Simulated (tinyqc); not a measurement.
From results back to parameters: propagation of a band-gap error through k.p and effective-mass formulas. Three cases, with inputs chosen for the exercise.

Problem. A calculation returned the electron mass below. With 1/me = 1 + Ep (E + 2 Dso/3)/(E (E + Dso)) and the given Ep and Dso, which gap E did it have, and by what factor is exp(-E/2kT) off against the gap Eg?

Constants: kB = 8.617333262e-05 eV/K.

Case 1.

Values chosen (reference values near those of ZnSe, gap at low temperature; the results hold for these values, not for the real material): Eg = 2.776 eV (gap at Gamma to the s-like level); Dso = 0.398 eV (spin-orbit splitting); Ep = 24.4 eV (Kane energy); T = 300 K (temperature).

me = 0.0335867 m0

Case 2.

Values chosen (reference values near those of InP, gap at low temperature; the results hold for these values, not for the real material): Eg = 1.452 eV (gap at Gamma to the s-like level); Dso = 0.109 eV (spin-orbit splitting); Ep = 21.1 eV (Kane energy); T = 77 K (temperature).

me = 0.1500035 m0

Case 3.

Values chosen (reference values near those of CdTe, gap at low temperature; the results hold for these values, not for the real material): Eg = 1.588 eV (gap at Gamma to the s-like level); Dso = 0.903 eV (spin-orbit splitting); Ep = 19 eV (Kane energy); T = 300 K (temperature).

me = 0.0918325 m0

Find: X = 1/me - 1; E; log10 of the factor.
Solution. X E^2 + (X Dso - Ep) E - (2/3) Ep Dso = 0 has one positive root; the factor is exp((Eg - E)/2kT).

Case 1.

X = 1/me - 1 = 28.774
E = 0.750 eV
log10 of the factor = 17.02

Case 2.

X = 1/me - 1 = 5.667
E = 3.688 eV
log10 of the factor = -73.17

Case 3.

X = 1/me - 1 = 9.889
E = 1.699 eV
log10 of the factor = -0.93

Computed by tinyqc, one run a case: `OMP_NUM_THREADS=1 python tinyqc.py N N+1 out.jsonl` with N = 1880403, 1880416, 1880419; one thread of a shared Intel(R) Xeon(R) Processor @ 2.30GHz, about 0.01 s a run at most.
